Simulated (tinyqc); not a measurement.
Inside a calculation. Method: RHF in the sto-3g basis, for H3+, spin multiplicity 1. Computed by tinyqc, a small Python program that keeps every step (integrals from PySCF). Settings: charge = 1, multiplicity = 1, basis = sto-3g, energy threshold = 1e-10, iteration cap = 83, orthogonalisation = canonical, start = random, DIIS depth = 0, damping = 0.7, method = RHF. Command: `OMP_NUM_THREADS=1 python tinyqc.py 23277 23278 out.jsonl` (the two numbers bound the seeds that draw the settings). One thread of a shared host (Intel(R) Xeon(R) Processor @ 2.60GHz), about 0.05 s of CPU time with the checks. Later iterations appear only in the table of the cycle.

## One-electron integrals

Geometry (angstrom):
```
atom         x         y          z
H     0.000000  0.000000   0.000000
H     0.000000  0.000000   0.900000
H     0.000000  0.000000  -0.900000
```

Basis sto-3g: exponents (1/bohr^2) and contraction coefficients of normalised primitives:
```
element  l (shell)  exponent  coefficient
H            s (1)  3.425251     0.154329
H            s (1)  0.623914     0.535328
H            s (1)  0.168855     0.444635
```

Overlap, kinetic and nuclear-attraction integrals over the contracted functions; the nuclear repulsion is the sum of Za Zb / Rab.

nuclear repulsion = 1.46993670 hartree

overlap S, order 1H 1s, 2H 1s, 3H 1s:
$$\begin{pmatrix}
1.000000 & 0.557187 & 0.557187 \\
0.557187 & 1.000000 & 0.164092 \\
0.557187 & 0.164092 & 1.000000
\end{pmatrix}$$

kinetic energy T (hartree), order 1H 1s, 2H 1s, 3H 1s:
$$\begin{pmatrix}
0.760032 & 0.152684 & 0.152684 \\
0.152684 & 0.760032 & -0.006173 \\
0.152684 & -0.006173 & 0.760032
\end{pmatrix}$$

nuclear attraction V (hartree), order 1H 1s, 2H 1s, 3H 1s:
$$\begin{pmatrix}
-2.349056 & -1.155339 & -1.155339 \\
-1.155339 & -2.081519 & -0.315159 \\
-1.155339 & -0.315159 & -2.081519
\end{pmatrix}$$

core Hamiltonian H = T + V (hartree), order 1H 1s, 2H 1s, 3H 1s:
$$\begin{pmatrix}
-1.589024 & -1.002655 & -1.002655 \\
-1.002655 & -1.321487 & -0.321332 \\
-1.002655 & -0.321332 & -1.321487
\end{pmatrix}$$

## Two-electron integrals

Functions are numbered as in S; the eight-fold symmetry (ij|kl) = (ji|kl) = (kl|ij) leaves the list below.

Two-electron integrals (ij|kl) in chemists' order, unique and non-zero (hartree):
```
(11|11) 0.774606   (21|11) 0.357914   (21|21) 0.203905   (22|11) 0.511791
(22|21) 0.357914   (22|22) 0.774606   (31|11) 0.357914   (31|21) 0.154181
(31|22) 0.212719   (31|31) 0.203905   (32|11) 0.100014   (32|21) 0.050573
(32|22) 0.081020   (32|31) 0.050573   (32|32) 0.014375   (33|11) 0.511791
(33|21) 0.212719   (33|22) 0.291928   (33|31) 0.357914   (33|32) 0.081020
(33|33) 0.774606
```

## Orthogonalisation

S = U s U^T; canonical form X = U s^(-1/2), so that X^T S X = 1. Each column of U has its largest component positive (the first on a tie).

eigenvalues of S: [0.289804, 0.835908, 1.874288]

X, order 1H 1s, 2H 1s, 3H 1s:
$$\begin{pmatrix}
1.379848 & 0.000000 & 0.489021 \\
-0.879383 & 0.773403 & 0.383663 \\
-0.879383 & -0.773403 & 0.383663
\end{pmatrix}$$

## Starting guess

The start is random orthonormal orbitals; D = 2 C_occ C_occ^T.

D at the start, order 1H 1s, 2H 1s, 3H 1s:
$$\begin{pmatrix}
0.334203 & -0.572157 & 0.579209 \\
-0.572157 & 0.979536 & -0.991610 \\
0.579209 & -0.991610 & 1.003832
\end{pmatrix}$$

## Iteration 1: building the Fock matrix

J_ij = sum D_kl (ij|kl), K_ij = sum D_kl (ik|jl); F = H + J - 0.5 K; E = tr D H + tr D J / 2 - 0.25 tr D K + E_nn.

Coulomb J (hartree), order 1H 1s, 2H 1s, 3H 1s:
$$\begin{pmatrix}
1.080644 & 0.528720 & 0.646747 \\
0.528720 & 0.899014 & 0.166323 \\
0.646747 & 0.166323 & 1.245086
\end{pmatrix}$$

exchange K (hartree), order 1H 1s, 2H 1s, 3H 1s:
$$\begin{pmatrix}
0.362566 & -0.002368 & 0.536455 \\
-0.002368 & 0.329667 & -0.089655 \\
0.536455 & -0.089655 & 1.055863
\end{pmatrix}$$

Fock matrix F (hartree), order 1H 1s, 2H 1s, 3H 1s:
$$\begin{pmatrix}
-0.689663 & -0.472751 & -0.624136 \\
-0.472751 & -0.587307 & -0.110181 \\
-0.624136 & -0.110181 & -0.604333
\end{pmatrix}$$

total energy of this density = -0.48249681 hartree

This density is the starting one.

## Iteration 1: diagonalisation and new density

Diagonalise F' = X^T F X, C = X C', fill 1 alpha and 1 beta electrons from the bottom; D = 2 C_occ C_occ^T; the new density keeps 0.7 of the old one (damping). Each column has its largest component positive (the first on a tie).

F' = X^T F X (hartree):
$$\begin{pmatrix}
0.256931 & 0.149974 & -0.097963 \\
0.149974 & -0.580971 & 0.062307 \\
-0.097963 & 0.062307 & -0.784364
\end{pmatrix}$$

orbital energies (hartree): MO1 -0.819753, MO2 -0.578523, MO3 0.289872

coefficients C, order 1H 1s, 2H 1s, 3H 1s:
$$\begin{pmatrix}
0.638070 & -0.007867 & 1.317545 \\
-0.008087 & 0.963012 & -0.768899 \\
0.496689 & -0.477047 & -1.021954
\end{pmatrix}$$

D after iteration 1, order 1H 1s, 2H 1s, 3H 1s:
$$\begin{pmatrix}
0.478222 & -0.403606 & 0.595600 \\
-0.403606 & 0.685715 & -0.696537 \\
0.595600 & -0.696537 & 0.850702
\end{pmatrix}$$

## Iteration 2: building the Fock matrix

As before.

Coulomb J (hartree), order 1H 1s, 2H 1s, 3H 1s:
$$\begin{pmatrix}
1.154866 & 0.546166 & 0.669489 \\
0.546166 & 0.875864 & 0.171704 \\
0.669489 & 0.171704 & 1.245659
\end{pmatrix}$$

exchange K (hartree), order 1H 1s, 2H 1s, 3H 1s:
$$\begin{pmatrix}
0.606365 & 0.138759 & 0.650600 \\
0.138759 & 0.299361 & 0.035413 \\
0.650600 & 0.035413 & 1.038985
\end{pmatrix}$$

Fock matrix F (hartree), order 1H 1s, 2H 1s, 3H 1s:
$$\begin{pmatrix}
-0.737341 & -0.525869 & -0.658467 \\
-0.525869 & -0.595304 & -0.167334 \\
-0.658467 & -0.167334 & -0.595321
\end{pmatrix}$$

total energy of this density = -0.59089353 hartree

This density is a damped mixture and is not idempotent.

## Iteration 2: diagonalisation and new density

As before.

F' = X^T F X (hartree):
$$\begin{pmatrix}
0.290766 & 0.141494 & -0.100600 \\
0.141494 & -0.511992 & 0.050155 \\
-0.100600 & 0.050155 & -0.845256
\end{pmatrix}$$

orbital energies (hartree): MO1 -0.865610, MO2 -0.522926, MO3 0.322055

coefficients C, order 1H 1s, 2H 1s, 3H 1s:
$$\begin{pmatrix}
0.626020 & -0.103442 & 1.319287 \\
0.140298 & 0.952334 & -0.769441 \\
0.421136 & -0.547929 & -1.020334
\end{pmatrix}$$

D after iteration 2, order 1H 1s, 2H 1s, 3H 1s:
$$\begin{pmatrix}
0.569896 & -0.229827 & 0.575104 \\
-0.229827 & 0.491810 & -0.452125 \\
0.575104 & -0.452125 & 0.701905
\end{pmatrix}$$

## Iteration 3: building the Fock matrix

As before.

Coulomb J (hartree), order 1H 1s, 2H 1s, 3H 1s:
$$\begin{pmatrix}
1.209100 & 0.567194 & 0.677746 \\
0.567194 & 0.884425 & 0.175638 \\
0.677746 & 0.175638 & 1.219577
\end{pmatrix}$$

exchange K (hartree), order 1H 1s, 2H 1s, 3H 1s:
$$\begin{pmatrix}
0.792590 & 0.278159 & 0.714206 \\
0.278159 & 0.327644 & 0.137004 \\
0.714206 & 0.137004 & 0.982141
\end{pmatrix}$$

Fock matrix F (hartree), order 1H 1s, 2H 1s, 3H 1s:
$$\begin{pmatrix}
-0.776220 & -0.574541 & -0.682012 \\
-0.574541 & -0.600884 & -0.214196 \\
-0.682012 & -0.214196 & -0.592981
\end{pmatrix}$$

total energy of this density = -0.71289473 hartree

This density is a damped mixture and is not idempotent.

## Iteration 3: diagonalisation and new density

As before.

F' = X^T F X (hartree):
$$\begin{pmatrix}
0.317018 & 0.120065 & -0.101296 \\
0.120065 & -0.457868 & 0.038302 \\
-0.101296 & 0.038302 & -0.895925
\end{pmatrix}$$

orbital energies (hartree): MO1 -0.909575, MO2 -0.469615, MO3 0.342415

coefficients C, order 1H 1s, 2H 1s, 3H 1s:
$$\begin{pmatrix}
0.611474 & -0.126905 & 1.324053 \\
0.214634 & 0.925251 & -0.785180 \\
0.382427 & -0.596126 & -1.008488
\end{pmatrix}$$

D after iteration 3, order 1H 1s, 2H 1s, 3H 1s:
$$\begin{pmatrix}
0.623267 & -0.082133 & 0.542879 \\
-0.082133 & 0.371908 & -0.267238 \\
0.542879 & -0.267238 & 0.579084
\end{pmatrix}$$

## Iteration 65 (converged): orbitals

converged F (hartree), order 1H 1s, 2H 1s, 3H 1s:
$$\begin{pmatrix}
-0.877417 & -0.724705 & -0.724705 \\
-0.724705 & -0.611927 & -0.337929 \\
-0.724705 & -0.337929 & -0.611927
\end{pmatrix}$$

Diagonalise F' = X^T F X, C = X C', fill 1 alpha and 1 beta electrons from the bottom; D = 2 C_occ C_occ^T. Each column has its largest component positive (the first on a tie).

F' = X^T F X (hartree):
$$\begin{pmatrix}
0.377815 & 0.000000 & -0.095134 \\
0.000000 & -0.327785 & 0.000000 \\
-0.095134 & 0.000000 & -1.033334
\end{pmatrix}$$

orbital energies (hartree): MO1 -1.039718, MO2 -0.327785, MO3 0.384200

coefficients C, order 1H 1s, 2H 1s, 3H 1s:
$$\begin{pmatrix}
0.580320 & 0.000000 & 1.344005 \\
0.323917 & 0.773403 & -0.903100 \\
0.323917 & -0.773403 & -0.903100
\end{pmatrix}$$

D after iteration 65, order 1H 1s, 2H 1s, 3H 1s:
$$\begin{pmatrix}
0.673543 & 0.375951 & 0.375951 \\
0.375951 & 0.209844 & 0.209844 \\
0.375951 & 0.209844 & 0.209844
\end{pmatrix}$$

## Convergence

Stop when the energy changes by less than 1e-10 hartree and every element of the error matrix X^T (F D S - S D F) X is below 3e-06.

Course of the cycle:
```
iteration  E (hartree)     change  largest element of the error matrix
1          -0.48249681          -                             2.37e-01
2          -0.59089353  -1.08e-01                             2.48e-01
3          -0.71289473  -1.22e-01                             2.40e-01
4          -0.82665404  -1.14e-01                             2.16e-01
5          -0.92207411  -9.54e-02                             1.83e-01
6          -0.99731253  -7.52e-02                             1.50e-01
7          -1.05441311  -5.71e-02                             1.20e-01
8          -1.09668964  -4.23e-02                             9.40e-02
9          -1.12747676  -3.08e-02                             7.28e-02
10         -1.14964389  -2.22e-02                             5.58e-02
11         -1.16547859  -1.58e-02                             4.25e-02
12         -1.17672666  -1.12e-02                             3.21e-02
13         -1.18468478  -7.96e-03                             2.42e-02
14         -1.19029906  -5.61e-03                             1.82e-02
...                ...        ...                                  ...
52         -1.20355480  -7.46e-09                             1.67e-07
53         -1.20355481  -5.22e-09                             1.22e-07
54         -1.20355481  -3.65e-09                             8.92e-08
55         -1.20355481  -2.56e-09                             6.53e-08
56         -1.20355481  -1.79e-09                             4.77e-08
57         -1.20355481  -1.25e-09                             3.49e-08
58         -1.20355482  -8.77e-10                             2.55e-08
59         -1.20355482  -6.14e-10                             1.87e-08
60         -1.20355482  -4.30e-10                             1.36e-08
61         -1.20355482  -3.01e-10                             9.98e-09
62         -1.20355482  -2.11e-10                             7.29e-09
63         -1.20355482  -1.47e-10                             5.33e-09
64         -1.20355482  -1.03e-10                             3.90e-09
65         -1.20355482  -7.22e-11                             2.85e-09
```

PySCF RHF in the same basis = -1.20355482 hartree

Converged in 65 iterations.

## Populations, bond orders and dipole

Mulliken: Z minus the diagonal of D S on the atom; Loewdin: the same with S^(1/2) D S^(1/2); Mayer order: 2 sum_s sum (D(s) S)_ij (D(s) S)_ji over the two atoms.

Charges (e):
```
atom   Mulliken    Loewdin
1H    -0.092493  -0.030272
2H     0.546247   0.515136
3H     0.546247   0.515136
```

Mayer bond orders:
```
pair     order
2-1   0.495723
3-1   0.495723
3-2   0.205892
```

dipole moment about the origin, x y z (debye): [0.000000, 0.000000, 0.000000]
